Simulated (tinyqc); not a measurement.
Self-heating of a transistor with one or more fingers, with temperature-dependent conductivity: one step, computed by the program tinyqc.

N long parallel fingers lie on the top face of a slab whose bottom is held at T_0; the top is otherwise insulated, and heat flows in two dimensions. P in W/mm is 1000 P in W/m.

Problem. Extra rise from ballistic phonons. Near a source smaller than the free path, Fourier's law overstates the flow. Rough estimate: a strip that emits phonons into a half space adds a resistance times area of 4 Lambda/(3 kappa_0), from the ballistic flux C v Delta T/4 with kappa_0 = C v Lambda/3, so Delta T_b = 4 Lambda P/(3 kappa_0 w); Knudsen number Lambda/w.

Inputs (values chosen for the exercise, modelled on silicon carbide): conductivity at the base temperature kappa_0 = 344 W/(m K); power per gate width P = 2 W/mm; width of the heat source w = 0.19 micrometre; phonon free path Lambda = 170 nm.

Power: fixed power.

largest theta = 16.63552 K

Give: Knudsen number; ballistic rise Delta T_b; Delta T_b / largest theta.

Solution.

Knudsen number = 0.8947

ballistic rise Delta T_b = 6.936 K

Delta T_b / largest theta = 0.4169

The ballistic term is a large share: this rough estimate calls for a transport calculation. Caution: the source is narrower than two phonon free paths, so the Fourier result understates the rise at the source.
